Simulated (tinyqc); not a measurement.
What moves the efficiency: defect, radiative and Auger recombination at equal electron and hole densities (ABC model).

J/(e d) = Ae n + B n^2 + C n^3 with Ae = A + 4 S/w (four side walls, carriers spread evenly), e = 1.602176634e-19 C, lengths in cm; internal efficiency IQE = B n^2/(Ae n + B n^2 + C n^3); all injected carriers recombine in the layer.

Inputs chosen for the exercise (orders of magnitude like those quoted for InP; not measured data): A = 24000000 1/s (defect rate); B = 9.5e-11 cm^3/s (radiative coefficient); C = 8.8e-31 cm^6/s (Auger coefficient); S = 27 cm/s (recombination velocity of the side walls); w = 130 micrometre (side of the square mesa); d = 130 nm (active thickness); J = 21000 A/cm^2 (current density).

IQE_max = Q/(Q + 2) with Q = B/sqrt(Ae C), reached at n = sqrt(Ae/C).

Results for these values:
```
case  n (1/cm^3)     IQE  IQE_max  J at the peak (A/cm^2)
base   9.751e+18  0.8959   0.9118                5.92e+03
```

What happens to each result for B = 1.42e-10 cm^3/s, all else kept?

Answer: n falls from 9.751e+18 to 8.141e+18; IQE rises from 0.8959 to 0.9335; IQE_max rises from 0.9118 to 0.9392; J at the peak rises from 5.92e+03 to 8.59e+03.

The same for each parameter in turn:
```
case                 n (1/cm^3)     IQE  IQE_max  J at the peak (A/cm^2)
base                  9.751e+18  0.8959   0.9118                5.92e+03
A = 48000000 1/s      9.641e+18  0.8759   0.8796                1.23e+04
B = 1.42e-10 cm^3/s   8.141e+18  0.9335   0.9392                8.59e+03
C = 1.76e-30 cm^6/s   9.400e+18  0.8326   0.8796                3.07e+03
d = 260 nm            6.943e+18  0.9085   0.9118                1.18e+04
J = 63000 A/cm^2      1.651e+19  0.8560   0.9118                5.92e+03
w = 65 micrometre     9.751e+18  0.8959   0.9118                5.92e+03
```

Program tinyqc; command `OMP_NUM_THREADS=1 python tinyqc.py 1651451 1651452 out.jsonl`; about 0.01 s on one thread of a shared Intel(R) Xeon(R) Processor @ 2.30GHz.
